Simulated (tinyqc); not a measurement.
Transistor under a ferroelectric capacitor (negative capacitance), static model: two steps of the calculation.

A ferroelectric film of thickness tf lies between the gate and an inner metal at potential v, which drives an ordinary transistor. One domain, P = Q (background permittivity neglected): Vg = v + tf (2 al Q + 4 be Q^3), al = -3 sqrt(3) Ec/(4 Pr), be = 3 sqrt(3) Ec/(8 Pr^3). Gate charge Q(v) = Qi + Cp v with the channel charge Qi = Cox n Vt ln(1 + exp((v - VT)/(n Vt))). Q in uC/cm^2, E in kV/cm; 1 nm times 1 kV/cm is 1e-4 V. Domains, leakage and the switching time are left out.

Parameters, values chosen for the exercise; Pr and Ec close to those of hafnium oxide based films:
- T = 325 K (temperature)
- Pr = 22 uC/cm^2 (remanent polarisation)
- Ec = 600 kV/cm (coercive field)
- Cox = 3.2 uF/cm^2 (capacitance of the inner oxide)
- Cp = 0.96 uF/cm^2 (overlap capacitance per gate area)
- VT = 0.41 V (threshold of the inner transistor)
- n = 1.06 (subthreshold factor of the inner transistor)
- tf = 15 nm (ferroelectric thickness)
- Vg = 0.21 V (gate voltage)

Constants: q = 1.602176634e-19 C, kB = 1.380649e-23 J/K, Vt = kB T/q. Results are converted to the units shown.

Question 1. Landau coefficients and capacitance at zero charge. al = -3 sqrt(3) Ec/(4 Pr), be = 3 sqrt(3) Ec/(8 Pr^3); C_FE(0) = 1/(2 al tf); far below threshold the gain is 1/(1 + 2 al tf Cp) near Q = 0 and the swing n Vt ln 10/gain.

Wanted: al; be; C_FE(0); gain near Q = 0; swing.

Answer 1.

al = -35.43 kV cm/uC
be = 0.03660 kV cm^5/uC^3
C_FE(0) = -9.409 uF/cm^2
gain near Q = 0 = 1.114
swing = 61.38 mV/decade

Question 2. Inner potential by Newton steps. f = v + tf (2 al Q + 4 be Q^3) - Vg, f' = 1 + C tf (2 al + 12 be Q^2) with C = Cox/(1 + exp(-(v - VT)/(n Vt))) + Cp; v(new) = v - f/f'.

v at the start = 0.21 V
al = -35.428312 kV cm/uC
be = 0.036599496 kV cm^5/uC^3

Wanted: Q; f; f'; v after iteration 1.

Answer 2.

Q = 0.20171 uC/cm^2
f = -0.021437 V
f' = 0.89759
v after iteration 1 = 0.23388 V

Numbers from tinyqc (`OMP_NUM_THREADS=1 python tinyqc.py 2860020 2860021 out.jsonl`; about 0.02 s on one thread of a shared Intel Xeon 2.30GHz).
